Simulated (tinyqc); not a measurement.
An infinitely deep well in a field (quantum-confined Stark shift), Airy functions: one step of the calculation.

Hard walls at x = -L/2 and +L/2; between them U(x) = -F x (eV, zero at the centre). C = hbar^2/(2 m0), e = (C F^2/m1)^(1/3), z1 = (F L/2 - E)/e at the left wall and z2 = (-F L/2 - E)/e at the right wall. Levels are the roots of D(E) = Ai(z1) Bi(z2) - Ai(z2) Bi(z1).

Task. Secant step for the level. Secant step from the last two trial energies, E_a the older and E_b the newer: next = E_b - D(E_b) (E_b - E_a)/(D(E_b) - D(E_a)).

Parameters, values chosen for the exercise:
- m1 = 0.039 m0 (mass)
- L = 13 nm (well width)
- F = 0.016 V/nm (field)

Constants: q = 1.602176634e-19 C, hbar = 1.054571817e-34 J s, m0 = 9.1093837015e-31 kg, hbar^2/(2 m0) = 0.0380998212 eV nm^2. Results are converted to the units shown.

first trial energy = 0.0571 eV
second trial energy = 0.0542 eV

Find: D(E_a); D(E_b); third trial energy.

Result.

D(E_a) = 0.07553
D(E_b) = 0.05020
third trial energy = 0.04845 eV

Numbers from tinyqc (`OMP_NUM_THREADS=1 python tinyqc.py 2580033 2580034 out.jsonl`; about 0.02 s on one thread of a shared Intel Xeon 2.30GHz).
